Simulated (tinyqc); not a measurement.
Quantum point contact as a saddle point with Zeeman splitting: conductance steps.

Potential V0 - m wx^2 x^2/2 + m wy^2 y^2/2; energies are counted from V0. Mode n = 0, 1, ... transmits T_n(E) = 1/(1 + exp(-2 pi (E - E_n)/wx)), E_n = wy (n + 1/2) +/- Ez/2 for the two spins, Ez = gs muB B, muB = q hbar/(2 m0); each spin carries q^2/h.

g(T) = int g(E) (-df/dE) dE = int g(mu + x kB T) dx/(4 cosh^2(x/2)), g(E) the zero-temperature value at E, g = G/(2 q^2/h).

Parameters, values chosen for the exercise: temperature T = 1 K; transverse quantum hbar wy wy = 2.3 meV; curvature of the barrier hbar wx wx = 0.77 meV; size of the g factor gs = 1.3; in-plane magnetic field B = 2 T.

Constants: q = 1.602176634e-19 C, kB = 1.380649e-23 J/K, hbar = 1.054571817e-34 J s, m0 = 9.1093837015e-31 kg, Vt = kB T/q. Results are converted to the units shown.

Conductance steps:
```
mu (meV)  g at T = 0      g(T)  dg/dmu (1/meV)
0           1.004e-4  2.659e-4        0.002134
0.49        0.005435   0.01217         0.09019
0.99          0.2308    0.2747           1.231
1.48          0.9267    0.8866          0.6656
1.97          0.9985    0.9964         0.02812
2.46           1.000     1.001        0.008151
2.96           1.021     1.041          0.2784
3.45           1.500     1.500           1.503
3.94           1.979     1.959          0.2784
4.44           2.000     1.999        0.008151
4.93           2.001     2.004         0.02812
5.42           2.073     2.113          0.6656
5.91           2.769     2.725           1.231
6.41           2.995     2.988         0.09023
6.9            3.000     3.000        0.004269
```

g rises from 2.66e-4 to 3.00. The slope is smallest, 0.00427 per meV, at mu = 6.9 meV (g = 3.00) and largest, 1.50, at 3.45 meV among the rows after the first. A riser is wx/(2 pi) = 0.123 meV wide by tunnelling and kB T = 0.0862 meV by heat, against the spacing wy = 2.3 meV and Ez = 0.150 meV.

Range of the model: Orbital effects of the in-plane field and interactions (such as the 0.7 feature) are left out.

tinyqc, about 0.04 s, one thread, Intel Xeon 2.30GHz (shared host): `OMP_NUM_THREADS=1 python tinyqc.py 2740001 2740002 out.jsonl`
